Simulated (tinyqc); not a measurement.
# Tunnelling through a two-layer gate stack, WKB transmission and Tsu-Esaki current: what changes with what

Electrons leave the emitter at x = 0. Energies E (motion across the layers) are in eV from the emitter Fermi level; the collector Fermi level lies at -V and offers states at every E. No charge in the dielectric and no image force: F1 = V/(t1 + t2 eps1/eps2), F2 = F1 eps1/eps2; U = phi1 - F1 x in layer 1 and phi2 - F1 t1 - F2 (x - t1) in layer 2. With C = hbar^2/(2 m0), kappa = sqrt(m (U - E)/C) where U > E and 0 elsewhere; T(E) = exp(-S), S = 2 times the integral of kappa over x.

Values chosen for this exercise; layer 1 close to silicon dioxide, layer 2 close to hafnium oxide:
```
symbol,value,unit,meaning
T,300,K,temperature
Ef,0.09,eV,Fermi energy of the emitter above its band bottom
me,1,m0,emitter mass in the supply function
phi1,3.25,eV,barrier of layer 1 above the emitter Fermi level at zero bias
m1,0.49,m0,tunnelling mass of layer 1
t1,0.9,nm,thickness of layer 1
eps1,3.73,,relative permittivity of layer 1
phi2,1.45,eV,barrier of layer 2 at zero bias
m2,0.2,m0,tunnelling mass of layer 2
t2,2,nm,thickness of layer 2
eps2,20.9,,relative permittivity of layer 2
V,0.7,V,voltage across the dielectric
```

Constants: q = 1.602176634e-19 C, kB = 1.380649e-23 J/K, hbar = 1.054571817e-34 J s, m0 = 9.1093837015e-31 kg, Vt = kB T/q, hbar^2/(2 m0) = 0.0380998212 eV nm^2. Results are converted to the units shown.

Each table varies one quantity; the others keep the values above.

## Current against voltage

Each layer adds (2/F) sqrt(m/C) [G(u at its left edge) - G(u at its right edge)] to S, with u = U - E (0 where negative) and G(u) = (2/3) u^1.5. J = J0 times the integral of T(E) N(E) dE, N = ln[(1 + exp(-E/Vt))/(1 + exp((-E - V)/Vt))], J0 = q^2 me m0 kB T/(2 pi^2 hbar^3) (times 1e-4 for A/cm^2 per eV), from E = -Ef to far above the barrier (T = 1 there), by quadrature converged to the digits shown.

Current against voltage:

| V (V) | S at E = 0 | T(E = 0) | J (A/cm^2) | mean E of the current (eV) |
|---|---|---|---|---|
| 0.2 | 21.87 | 3.177e-10 | 0.02054 | -0.03831 |
| 0.49 | 20.61 | 1.115e-9 | 0.07091 | -0.03750 |
| 0.77 | 19.26 | 4.301e-9 | 0.2672 | -0.03630 |
| 1.06 | 17.64 | 2.173e-8 | 1.302 | -0.03412 |
| 1.35 | 15.58 | 1.721e-7 | 9.668 | -0.02731 |
| 1.64 | 12.41 | 4.071e-6 | 207.8 | -0.02550 |
| 1.92 | 10.53 | 2.663e-5 | 1599 | -0.03670 |
| 2.21 | 10.08 | 4.201e-5 | 3173 | -0.04414 |
| 2.5 | 9.845 | 5.303e-5 | 3995 | -0.04406 |

Read the table: what changes, and by how much?

J rises from 0.0205 to 4000 A/cm^2, by 1.86 decades a volt between the first two rows and 0.345 between the last two. From V = 1.64 V on (among the rows) a band edge falls below the emitter Fermi level, so electrons at E = 0 no longer cross the full thickness. In 5 of the 9 rows the field exceeds 10 MV/cm (up to 19.9), more than most dielectrics sustain; the model ignores breakdown.

## Effect of the tunnelling mass m2

Same model as above.

Effect of the tunnelling mass m2:

| m2 (m0) | S at E = 0 | T(E = 0) | J (A/cm^2) | mean E of the current (eV) |
|---|---|---|---|---|
| 0.12 | 17.72 | 2.025e-8 | 1.320 | -0.03860 |
| 0.15 | 18.49 | 9.360e-9 | 0.5998 | -0.03782 |
| 0.2 | 19.62 | 3.021e-9 | 0.1889 | -0.03665 |
| 0.25 | 20.61 | 1.115e-9 | 0.06833 | -0.03559 |
| 0.31 | 21.69 | 3.819e-10 | 0.02290 | -0.03440 |
| 0.4 | 23.11 | 9.153e-11 | 0.005339 | -0.03275 |
| 0.5 | 24.52 | 2.237e-11 | 0.001271 | -0.03103 |
| 0.63 | 26.16 | 4.360e-12 | 2.410e-4 | -0.02892 |

What does the comparison show?

J falls from 1.32 to 2.41e-4 A/cm^2. S goes as m2^(0.24): only one of the two layers feels this mass, so the power is below 0.5.

## Effect of the barrier height

Same model as above.

Effect of the barrier height:

| phi1 (eV) | S at E = 0 | T(E = 0) | J (A/cm^2) | mean E of the current (eV) |
|---|---|---|---|---|
| 1.6 | 15.93 | 1.208e-7 | 7.318 | -0.03496 |
| 1.9 | 16.72 | 5.457e-8 | 3.336 | -0.03546 |
| 2.2 | 17.45 | 2.645e-8 | 1.628 | -0.03584 |
| 2.5 | 18.12 | 1.354e-8 | 0.8380 | -0.03613 |
| 2.8 | 18.74 | 7.236e-9 | 0.4501 | -0.03637 |
| 3.1 | 19.33 | 4.010e-9 | 0.2504 | -0.03657 |
| 3.4 | 19.89 | 2.291e-9 | 0.1435 | -0.03673 |
| 3.7 | 20.43 | 1.344e-9 | 0.08444 | -0.03688 |

What does the comparison show?

J falls from 7.32 to 0.0844 A/cm^2, on average 0.923 decades for each eV, while S rises from 15.9 to 20.4.

Numbers from tinyqc (`OMP_NUM_THREADS=1 python tinyqc.py 2540111 2540112 out.jsonl`; about 0.04 s on one thread of a shared Intel Xeon 2.30GHz).
